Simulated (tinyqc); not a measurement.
From one set of inputs to another, one input at a time: the 3-omega method: a line heater on a substrate with a thin film. Computed by tinyqc, a small Python program. Command: `OMP_NUM_THREADS=1 python tinyqc.py 3021465 3021466 out.jsonl threeomega ladder`. One thread of a shared host (Intel(R) Xeon(R) Processor @ 2.30GHz), about 0.02 s of CPU time with the checks.

A current at angular frequency omega = 2 pi f heats the line at 2 omega with the amplitude P per length; the temperature swing Delta T at 2 omega gives a voltage at 3 omega. The substrate is taken as semi-infinite and isotropic, and the heat capacity of heater and film is left out.

The inputs printed are set A. Set A is modelled on alumina on gallium nitride; the values taken over come from a set modelled on polycrystalline aluminium nitride on gallium nitride. Inputs not listed in the table keep their values of set A, so the rows need not describe a real material.

Inputs (values chosen for the exercise, modelled on alumina on gallium nitride):

| quantity | value | unit |
|---|---|---|
| substrate conductivity kappa | 200 | W/(m K) |
| substrate heat capacity C | 2.91 | 1e6 J/(m^3 K) |
| heater half-width b | 2.4 | micrometre |
| power amplitude per length P | 58 | W/m |
| current frequency f | 1400 | Hz |
| film thickness t | 140 | nm |
| film conductivity kappa_f | 1.6 | W/(m K) |
| interface resistance R_i | 6 | m^2 K/GW |
| substrate thickness d_s | 725 | micrometre |
| temperature coefficient of resistance beta | 3 | 1e-3/K |
| voltage amplitude V_1 | 1.2 | V |

Method:
- D = kappa/C; q = sqrt(2 i omega/D); penetration depth 1/|q| = sqrt(D/(2 omega)).
- Delta T_s = (P/(pi kappa)) int_0^infinity (sin x/x)^2 / sqrt(x^2 + (q b)^2) dx with (q b)^2 = i |q b|^2, averaged over the heater width (12 Gauss-Legendre points on each of the pieces 0, 14 log-spaced edges from 1e-5 to 1, and multiples of pi to 40 pi; the tail adds 1/(4 (40 pi)^2)).
- For |q| b much below 1: Delta T_s = (P/(pi kappa)) [-ln(|q| b) + eta - i pi/4], eta = 3/2 - C_E = 0.92278, with Euler's C_E = 0.5772157.
- One-dimensional flow across the film: Delta T_f = P (t/kappa_f + R_i)/(2 b); total in-phase swing Delta T = Delta T_s + Delta T_f; third-harmonic amplitude V_3 = V_1 beta |Delta T|/2 with the out-of-phase part included; the apparent film conductivity is t/(t/kappa_f + R_i).

Each row keeps all changes above it:

| input moved | from | to | Delta T_f (K) | V_3 (mV) | apparent film conductivity (W/(m K)) |
|---|---|---|---|---|---|
| set A | - | - | 1.130 | 2.732 | 1.50 |
| film conductivity kappa_f (W/(m K)) | 1.6 | 34 | 0.122 | 0.924 | 13.84 |
| power amplitude per length P (W/m) | 58 | 8.8 | 0.019 | 0.140 | 13.84 |
| heater half-width b (micrometre) | 2.4 | 2.3 | 0.019 | 0.143 | 13.84 |
| substrate conductivity kappa (W/(m K)) | 200 | 190 | 0.019 | 0.148 | 13.84 |
| current frequency f (Hz) | 1400 | 38 | 0.019 | 0.195 | 13.84 |
| substrate heat capacity C (1e6 J/(m^3 K)) | 2.91 | 2.96 | 0.019 | 0.195 | 13.84 |
| film thickness t (nm) | 140 | 96 | 0.017 | 0.191 | 10.88 |

Delta T_f goes from 1.13 to 0.0169, a factor 0.0149 in all. The largest single move comes from film conductivity kappa_f (a factor 0.108). V_3 goes from 2.73 to 0.191, a factor 0.0698 in all. The largest single move comes from power amplitude per length P (a factor 0.152), and current frequency f works against it (a factor 1.32). Apparent film conductivity goes from 1.50 to 10.9, a factor 7.27 in all. The largest single move comes from film conductivity kappa_f (a factor 9.24), and film thickness t works against it (a factor 0.786). The single moves hold for this order of the switches; the total does not depend on the order.

Caution (rows film conductivity kappa_f, power amplitude per length P, heater half-width b, substrate conductivity kappa, current frequency f, substrate heat capacity C, film thickness t): the film does not conduct much worse than the substrate, so heat spreads in it and the one-dimensional step is only approximate, and wrong once kappa_f nears or exceeds kappa. Caution (rows current frequency f, substrate heat capacity C, film thickness t): the penetration depth exceeds a fifth of the substrate thickness, so the back face is felt and the semi-infinite formula fails.

Extremes, crossings and ranges named in words are read from the listed rows.
